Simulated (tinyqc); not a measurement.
# All-pass ring resonator: effect of the power coupling

A ring of length L = 2 pi Rr coupled to one bus waveguide: round-trip amplitude a = 10^(-al L/20), self-coupling t = sqrt(1 - k2). At detuning d from the resonance the round-trip phase is p = 2 pi d/FSR and the transmission T = (a^2 - 2 a t cos p + t^2)/(1 - 2 a t cos p + a^2 t^2). Lossless coupler, linear absorption only.

FSR = lam^2/(ng L), finesse F = pi sqrt(a t)/(1 - a t), FWHM = FSR/F, Q = lam/FWHM, Tmin = (a - t)^2/(1 - a t)^2, power build-up k2 a^2/(1 - a t)^2, optical bandwidth c/(lam Q).

Parameters, values chosen for the exercise; values close to those of silicon waveguides:
- lam = 1550 nm (cold resonance wavelength)
- Rr = 7.5 um (ring radius)
- ng = 4.01 (group index)
- al = 4.2 dB/cm (propagation loss)

Constants: c = 299792458 m/s. Results are converted to the units shown.

The same in every row: a = 0.9977.

Effect of the power coupling:
```
k2,t,Q,Tmin,build-up,bandwidth (GHz)
0.00057,0.9997,1.494e5,0.6047,86.55,1.295
0.00097,0.9995,1.386e5,0.4210,126.8,1.396
0.0017,0.9991,1.224e5,0.2082,173.3,1.580
0.0028,0.9986,1.041e5,0.05673,206.5,1.859
0.0048,0.9976,8.176e4,7.366e-4,218.8,2.366
0.0082,0.9959,5.989e4,0.08261,200.8,3.230
0.014,0.9930,4.106e4,0.2616,161.7,4.711
0.024,0.9879,2.655e4,0.4679,116.5,7.285
0.041,0.9793,1.650e4,0.6459,77.53,11.72
```

As k2 goes from 0.00057 to 0.041, Q falls from 1.49e5 to 16500, Tmin goes from 0.605 through a minimum of 7.37e-4 (at k2 = 0.0048 among the rows listed) to 0.646 and the build-up goes from 86.5 through a maximum of 219 (at k2 = 0.0048 among the rows listed) to 77.5. The ring is overcoupled (t < a) in 5 of the 9 rows; the dip is deepest where t and a cross.

tinyqc, about 0.01 s, one thread, Intel Xeon 2.30GHz (shared host): `OMP_NUM_THREADS=1 python tinyqc.py 2650036 2650037 out.jsonl`
